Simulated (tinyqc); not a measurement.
Phonon transmission through an interface between two chains by Green functions: one step, computed by the program tinyqc.

Two semi-infinite chains (masses m_1, m_2; springs k_1, k_2), motion along the chain. The central region holds the end atom of each chain and one interlayer atom of mass m_b, joined by springs k_b. lambda = omega^2 in eV/(angstrom^2 u); nu = 15.6333042 THz x sqrt(lambda).

Task: Transmission at the probe frequency. A = lambda M - K - Sigma over the central atoms, with K_ii the sum of the springs at i, K_(i,i+1) = -k_b; G = inverse of A; transmission = Gamma_1 Gamma_2 |G_(first,last)|^2.

Atoms in the interlayer: one.

A (complex symmetric) (eV/angstrom^2), rows end of 1, layer 1, end of 2:
```
[[-2.571303+4.656910i, 3.880000, 0.000000],
 [3.880000, -4.285667, 3.880000],
 [0.000000, 3.880000, -1.528072+4.938113i]]
```

Gamma_1 = 9.313819 eV/angstrom^2

Gamma_2 = 9.876226 eV/angstrom^2

Give: G_(first,last); transmission.

Result:

G_(first,last) = 0.08953+0.03716i angstrom^2/eV

transmission = 0.8644
